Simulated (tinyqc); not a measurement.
Strained alloy layer of GaSb and GaAs on (001) InP, model-solid band line-up: one step of the calculation.

The layer is x parts of the first compound and 1 - x of the second, grown coherently on the third as substrate and barrier. Rows of the table: lattice constant a, average valence level Ea on an absolute scale, spin-orbit splitting so, gaps at Gamma, X and L, hydrostatic deformation potentials av and ac (Gamma), shear potential b, elastic constants, electron and heavy-hole (along z) masses. All are interpolated linearly in x; gaps get -C x (1 - x), taken wholly in the conduction band; real line-ups can differ from this model by 0.1 eV or more.

Problem. Critical thickness. In-plane strain e = (a_substrate - a)/a. Matthews-Blakeslee for 60-degree dislocations in a single layer: hc = k (ln(hc/bv) + 1), k = bv (1 - nu/4)/(4 pi |e| (1 + nu)), nu = c12/(c11 + c12), bv = a/sqrt(2); the larger root.

Values chosen for this exercise: fraction of the first compound in the layer x = 0.57; bowing of the Gamma gap CG = 1.43 eV; bowing of the X gap CX = 1.2 eV; bowing of the L gap CL = 1.2 eV; layer thickness Lw = 4.1 nm.

Binary compounds, values chosen for the exercise:
```
              close to GaSb  close to GaAs  close to InP
a (angstrom)          6.096          5.653         5.869
Ea (eV)               -6.25          -6.92         -7.04
so (eV)                0.75          0.343         0.111
EG (eV)               0.719           1.41          1.36
EX (eV)                1.03           1.93           2.2
EL (eV)               0.809           1.73          1.94
av (eV)               0.781           1.15          1.28
ac (eV)               -6.82          -7.18         -5.02
b (eV)                -1.99           -1.7          -1.7
c11 (GPa)              87.6            120           100
c12 (GPa)              40.8           53.6          56.3
me (m0)              0.0389         0.0671          0.08
mh (m0)               0.253          0.351         0.524
```

Find: nu; bv; hc.

Solution.

nu = 0.31321
bv = 0.41758 nm
hc = 17.963 nm

The layer, Lw = 4.1 nm, is thinner than hc, so it stays coherent by this criterion.

Computed by the program tinyqc: `OMP_NUM_THREADS=1 python tinyqc.py 2690125 2690126 out.jsonl`, one thread of a shared Intel Xeon 2.30GHz, about 0.01 s for the whole run.
